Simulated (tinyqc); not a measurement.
Changing the trap depth E_t: deep-level transient spectroscopy (DLTS) of one majority-carrier trap. Computed by tinyqc, a small Python program. Command: `OMP_NUM_THREADS=1 python tinyqc.py 3022235 3022236 out.jsonl dlts sweep`. One thread of a shared host (Intel(R) Xeon(R) Processor @ 2.30GHz), about 0.09 s of CPU time with the checks.

A filling pulse loads the traps in a one-sided junction; under reverse bias they empty at the rate e, and the capacitance relaxes as C(t) = C_0 - dC exp(-e t). The signal is S = [C(t_2) - C(t_1)]/dC.

Inputs (values chosen for the exercise, with mass and screening modelled on beta-Ga2O3):
```
quantity                    value   unit
density-of-states mass m    0.277    m_0
valleys M                       1      -
cross-section sigma_0     4.1e-15   cm^2
degeneracy ratio g              1      -
gate time t_1               0.006      s
ratio t_2/t_1                   5      -
temperature T                 356      K
doping N                  9.2e+15  cm^-3
trap density N_t          3.9e+14  cm^-3
dielectric constant eps      10.2      -
built-in voltage V_b         0.87      V
reverse bias V_r                9      V
diode area                  0.005   cm^2
capture barrier E_b          0.16     eV
```

Carriers: electrons. Extra term: capture barrier.

Constants: k_B = 8.617333262e-05 eV/K; k_B = 1.380649e-23 J/K; m_0 = 9.1093837015e-31 kg; h = 6.62607015e-34 J s; eps_0 = 8.8541878128e-12 F/m; e = 1.602176634e-19 C.

Method:
- e = g sigma v N_b exp(-E/k_B T), v = sqrt(3 k_B T/m), N_b = 2 M (2 pi m k_B T/h^2)^(3/2), sigma = sigma_0 exp(-E_b/k_B T), E = E_t.
- S(e) = exp(-e t_1) - exp(-e t_2) peaks at the rate window e_0 = ln(t_2/t_1)/(t_2 - t_1).
- T_p solves e(T) = e_0 (bisection between 15 and 1500 K); the half-height points solve S = S_max/2 on either side.
- W = sqrt(2 eps eps_0 (V_b + V_r)/(e N)), C_0 = eps eps_0 area/W. The pulse goes to zero bias, W_0 = W(V_r = 0). Traps within lambda = sqrt(2 eps eps_0 (E_t - E_F)/(e^2 N)) of the depletion edge stay filled, with E_F = k_B T_p ln(N_b/N) from the band, N_b = 2 M (2 pi m k_B T_p/h^2)^(3/2) (dopants taken as fully ionised). dC = C_0 (N_t/2N) f, f = [(W - lambda)^2 - max(W_0 - lambda, 0)^2]/W^2. The simple estimate is 2 N dC/C_0.

One run for each value:
```
trap depth E_t (eV)  peak temperature T_p (K)  full width (K)        f
0.239                                  213.88          24.354  0.74556
0.299                                  243.16          27.393  0.72186
0.358                                  271.67          30.325  0.70126
0.418                                  300.40          33.258  0.68231
0.478                                  328.91          36.147  0.66489
0.537                                  356.76          38.951  0.64895
0.597                                  384.89          41.768  0.63374
0.657                                  412.86          44.553  0.61936
```

Describe the trends.

Over the rows, peak temperature T_p (K) rises from 214 to 413 (exponent d ln y / d ln x 0.57 between the first rows and 0.73 between the last); full width (K) rises from 24.4 to 44.6 (exponent d ln y / d ln x 0.53 between the first rows and 0.67 between the last); f falls from 0.746 to 0.619 (exponent d ln y / d ln x -0.14 between the first rows and -0.24 between the last).

Extremes, crossings and ranges named in words are read from the listed rows.
